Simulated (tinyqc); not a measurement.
Inside a calculation. Model: electron continuity equation in a given potential, Scharfetter-Gummel discretisation.

Program tinyqc, `OMP_NUM_THREADS=1 python tinyqc.py 2220101 2220102 out.jsonl`; Intel Xeon 2.30GHz, shared host, one thread, about 0.01 s. Printed values are rounded.

Steady state in one dimension: J = q mu n E + q D dn/dx with E = -dpsi/dx and D = mu Vt, dJ/dx = q (n/tau - G), fixed densities nL and nR at the ends. The potential is given, psi = U x/L, and is not changed by the electrons.

Parameters, values chosen for the exercise; mobility close to that of indium phosphide at room temperature:
```
symbol    value        unit                               meaning
T           450           K                           temperature
mu         4990  cm^2/(V s)                     electron mobility
L           5.5          um                  length of the region
nL       2.5e14       cm^-3                      density at x = 0
nR       2.1e13       cm^-3                      density at x = L
tau     1.3e-10           s                              lifetime
G             0  cm^-3 s^-1               uniform generation rate
U          0.29           V  potential difference psi(L) - psi(0)
```

Constants: q = 1.602176634e-19 C, kB = 1.380649e-23 J/K, Vt = kB T/q. Results are converted to the units shown.

## Potential on the mesh

9 equal intervals, h = L/9; psi = U x/L.

psi, node 0 to 9 (V): 0.000000  0.032222  0.064444  0.096667  0.128889  0.161111  0.193333  0.225556  0.257778  0.290000

## Bernoulli factors

d_i = (psi_(i+1) - psi_i)/Vt; B(d) = d/(exp(d) - 1), B(0) = 1. The flux on interval i is J_i = (q D/h) [n_(i+1) B(d_i) - n_i B(-d_i)].

```
interval       d_i    B(d_i)  B(-d_i)
0         0.830941  0.641417  1.47236
1         0.830941  0.641417  1.47236
2         0.830941  0.641417  1.47236
3         0.830941  0.641417  1.47236
4         0.830941  0.641417  1.47236
5         0.830941  0.641417  1.47236
6         0.830941  0.641417  1.47236
7         0.830941  0.641417  1.47236
8         0.830941  0.641417  1.47236
```

The largest |d_i| is 0.831, below 2, so central differences would also keep densities positive.

## Tridiagonal system for the inner nodes

Row i (1 to 8): B(-d_(i-1)) n_(i-1) + b_i n_i + B(d_i) n_(i+1) = f_i with b_i = -B(-d_i) - B(d_(i-1)) - h^2/(D tau) and f_i = -G h^2/D; the known end values are moved to the right: f_1 loses B(-d_0) nL and f_8 loses B(d_8) nR. h = L/9, D = mu Vt.

```
node  diagonal b  right side f (cm^-3)
1       -2.26223           -3.68089e14
2       -2.26223                     0
3       -2.26223                     0
4       -2.26223                     0
5       -2.26223                     0
6       -2.26223                     0
7       -2.26223                     0
8       -2.26223           -1.34698e13
```

## Densities and current

B(d) = d/(exp(d) - 1) with d_i = (psi_(i+1) - psi_i)/Vt; b and f are the diagonal and right side of the balance equations. Solve B(-d_(i-1)) n_(i-1) + b_i n_i + B(d_i) n_(i+1) = f_i (end values already in f), then J_i = (q D/h) [n_(i+1) B(d_i) - n_i B(-d_i)], h = L/9, D = mu Vt.

n, node 0 to 9 (cm^-3): 2.5e14  2.15253e14  1.85315e14  1.59484e14  1.37104e14  1.17464e14  9.95694e13  8.15390e13  5.90232e13  2.1e13
J, interval 0 to 8 (A/cm^2): -116.693  -100.481  -86.524  -74.513  -64.186  -55.340  -47.840  -41.699  -37.254

Against a mesh 200 times finer the densities are off by at most 1.0 % of their local values.
